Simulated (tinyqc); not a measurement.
From results back to parameters: donors with valley-orbit split 1s states. Five cases, with inputs chosen for the exercise.

Problem. The electron density is given and ND is hidden.

Each donor binds at most one electron, in any of its states. For a site s, W_s = sum over its states of g exp(E/kT), and the ionised share is 1/(1 + W_s exp(eta)), eta = (EF - Ec)/kT; n = Nc F_1/2(eta); neutrality n + NA = ND x (mean ionised share); holes are neglected. Nc from N = 2 (m kB T/(4 pi c))^(3/2) with c = hbar^2/2m0, in 1/angstrom^3; times 1e24 for 1/cm^3, m = md. F_j(eta) = (1/Gamma(j + 1)) integral_0^infinity x^j dx/(1 + exp(x - eta)), which tends to exp(eta) for eta << 0.

Constants: hbar^2/2m0 = 3.80998211 eV angstrom^2; kB = 8.617333262e-05 eV/K.

Find: eta; mean ionised share; ND.

Method. n/Nc gives eta, eta and W_s give the ionised share, and ND = (n + NA)/share.

Case 1.

Values chosen (near those of P in Si; the results hold for these values, not for the real material):
- md = 1.085 m0 (density-of-states mass of the conduction band)
- E = (45.2, 33.2, 32.8) meV (binding energies of 1s(A1), 1s(T2), 1s(E))
- g = (2, 6, 4) (their degeneracies with spin)
- T = 250 K
- NA = 0 1/cm^3 (compensating acceptors, all ionised)

n = 7.6309e+15 1/cm^3

Solution.

eta = -7.947
mean ionised share = 0.978
ND = 7.8e+15 1/cm^3

Case 2.

Values chosen (near those of As in Si; the results hold for these values, not for the real material):
- md = 1.077 m0 (density-of-states mass of the conduction band)
- E = (55.4, 34.7, 32.2) meV (binding energies of 1s(A1), 1s(T2), 1s(E))
- g = (2, 6, 4) (their degeneracies with spin)
- T = 300 K
- NA = 0 1/cm^3 (compensating acceptors, all ionised)

n = 1.5536e+16 1/cm^3

Solution.

eta = -7.498
mean ionised share = 0.971
ND = 1.6e+16 1/cm^3

Case 3.

Values chosen (near those of Sb in Si; the results hold for these values, not for the real material):
- md = 1.076 m0 (density-of-states mass of the conduction band)
- E = (42.6, 32.5, 30.6) meV (binding energies of 1s(A1), 1s(T2), 1s(E))
- g = (2, 6, 4) (their degeneracies with spin)
- T = 225 K
- NA = 0 1/cm^3 (compensating acceptors, all ionised)

n = 2.3967e+17 1/cm^3

Solution.

eta = -4.325
mean ionised share = 0.521
ND = 4.6e+17 1/cm^3

Case 4.

Values chosen (near those of Sb in Si; the results hold for these values, not for the real material):
- md = 1.066 m0 (density-of-states mass of the conduction band)
- E = (42.9, 33.5, 30.9) meV (binding energies of 1s(A1), 1s(T2), 1s(E))
- g = (2, 6, 4) (their degeneracies with spin)
- T = 400 K
- NA = 0 1/cm^3 (compensating acceptors, all ionised)

n = 2.4419e+17 1/cm^3

Solution.

eta = -5.158
mean ionised share = 0.842
ND = 2.9e+17 1/cm^3

Case 5.

Values chosen (near those of Sb in Si; the results hold for these values, not for the real material):
- md = 1.088 m0 (density-of-states mass of the conduction band)
- E = (42.6, 33.1, 30.8) meV (binding energies of 1s(A1), 1s(T2), 1s(E))
- g = (2, 6, 4) (their degeneracies with spin)
- T = 500 K
- NA = 0 1/cm^3 (compensating acceptors, all ionised)

n = 4.4913e+15 1/cm^3

Solution.

eta = -9.521
mean ionised share = 0.998
ND = 4.5e+15 1/cm^3

Computed by tinyqc, one run a case: `OMP_NUM_THREADS=1 python tinyqc.py N N+1 out.jsonl` with N = 1681238, 1681267, 1681270, 1681274, 1681298; one thread of a shared Intel(R) Xeon(R) Processor @ 2.30GHz, about 0.02 s a run at most.
